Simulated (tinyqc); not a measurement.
Lattice vibrations of a chain, step by step. One step of it, computed by the program tinyqc.

Question. Frequencies. omega^2 are the eigenvalues; wavenumber = 521.4708 sqrt(eigenvalue) 1/cm.

D(q) (eV/(angstrom^2 u)):
```
[[0.933985, -0.226657, -0.228292+0.485145i],
 [-0.226657, 0.345059, -0.154506],
 [-0.228292-0.485145i, -0.154506, 0.587097]]
```

Give: eigenvalues; wavenumbers; weights |e|^2 of the mass-weighted modes.

Answer.

eigenvalues: [0.033, 0.480, 1.353]

wavenumbers (1/cm): [95.0, 361.4, 606.5]

weights |e|^2 of the mass-weighted modes, order atom 1, atom 2, atom 3:
```
[[0.252, 0.098, 0.649],
 [0.358, 0.613, 0.029],
 [0.389, 0.289, 0.322]]
```
